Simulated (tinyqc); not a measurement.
Valley-orbit splitting of a donor ground state, with strain: one step, computed by the program tinyqc. Command: `OMP_NUM_THREADS=1 python tinyqc.py 3009820 3009821 out.jsonl valleyorbit walk`. One thread of a shared host (Intel(R) Xeon(R) Processor @ 2.30GHz), about 0.01 s of CPU time with the checks.

The basis is the 1s envelope in each valley; energies are counted from the unstrained conduction-band edge. The strain is e_s (a a^T - 1/3) for the unit stress axis a, so valley j along n_j moves by Xi_u e_s w_j with w_j = (n_j.a)^2 - 1/3: +1/3 for [111] and [-1-11], -1/3 for the others.

Task: Levels and ground state under strain. Diagonalise H; the ground vector has positive components. The density at the nucleus, and so the contact hyperfine coupling, scales as (sum_j c_j)^2/(number of valleys), which is 1 without strain; the envelopes are held fixed.

Valleys: four along <111>. Stress axis: [110].

H (meV), lower triangle (symmetric):
```
           [111]  [1-1-1]  [-11-1]  [-1-11]
[111]    -11.838
[1-1-1]   -1.000   -9.262
[-11-1]   -1.000   -1.000   -9.262
[-1-11]   -1.000   -1.000   -1.000  -11.838
```

Give: levels; valley amplitudes of the ground state; hyperfine ratio A/A_0.

Result:

levels (meV): -13.93  -10.84  -9.17  -8.26

valley amplitudes of the ground state: [111] 0.6208, [1-1-1] 0.3386, [-11-1] 0.3386, [-1-11] 0.6208

hyperfine ratio A/A_0 = 0.9204
